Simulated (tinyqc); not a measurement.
Landau levels of bilayer graphene, step by step. Values are carried at full precision from step to step, so a last printed digit may differ when a step is redone from the rounded ones.

In a field B along z: l = 1/sqrt((e/hbar) B) is the magnetic length, n_B = B/(h/e) the number of states per area in one level, hbar wc = 2 muB B/m for mass m in m0; 1/angstrom^2 = 1e16/cm^2.

Constants: e/hbar = 1.519267448e-05 1/(T angstrom^2); h/e = 413566.7697 T angstrom^2; muB = 5.788381798e-05 eV/T; e^2/h = 3.874045865e-05 S.

Parameters, chosen for this exercise (near those of bilayer graphene; shifted at random, so the results belong to these values and not to a real crystal):
- B = 5.6 T (magnetic field)
- n = 3.6 x 1e11/cm^2 (electron sheet density)
- hv = 6.28 eV angstrom (hbar v)
- g1 = 0.392 eV (interlayer hopping)

## Scales set by the field

Give l, n_B and the filling factor nu = n/n_B.

l = 108.41 angstrom
n_B = 1.3541 x 1e11/cm^2
nu = 2.659

## The lowest levels

Four-band model without bias: with w = sqrt(2) hv/l, E_N^2 = [g1^2 + (2N - 1) w^2 - sqrt(g1^4 + 2 (2N - 1) g1^2 w^2 + w^4)]/2 for N >= 2, and E = 0 for N = 0, 1. The two-band limit is hbar wc sqrt(N (N - 1)) with hbar wc = w^2/g1. Each level is fourfold; of the eight zero-energy states half belong to the electrons.

List the eight lowest, in meV, with the gap to the next.

Levels:
```
label  E (meV)  gap above (meV)
0,1      0.000           22.799
2       22.799           15.340
3       38.139           14.116
4       52.255           13.271
5       65.527           12.594
6       78.120           12.021
7       90.142           11.526
8      101.667           11.089
```

The largest of these gaps, 22.80 meV, first occurs above level 0,1 and is kB T at 265 K.

## Where EF lies

The zero level takes 4 n_B electrons and each higher level 4 n_B. At zero temperature and without broadening EF sits in the partly filled level.

Fill the listed levels in order up to nu; give the partly filled level, its energy and its filled share.

level: 0,1

EF = 0.000 meV
filled share = 0.665

## Fields of the Hall plateaus

A plateau is centred where nu = n/n_B equals 4, 8, 12, 16, 20, 24; there rho_xy = h/(nu e^2).

Plateaus:
```
nu  B (T)  1/B (1/T)  rho_xy (kohm)
4   3.722     0.2687         6.4532
8   1.861     0.5373         3.2266
12  1.241     0.8060         2.1511
16  0.931     1.0747         1.6133
20  0.744     1.3433         1.2906
24  0.620     1.6120         1.0755
```

## Checks

- Level 2 from the four-band matrix in 40 oscillator states against the formula, meV: both 22.799.

(tinyqc, `OMP_NUM_THREADS=1 python tinyqc.py 1251319 1251320 out.jsonl`, Intel(R) Xeon(R) Processor @ 2.30GHz, 1 thread, shared host, about 0.01 s.)
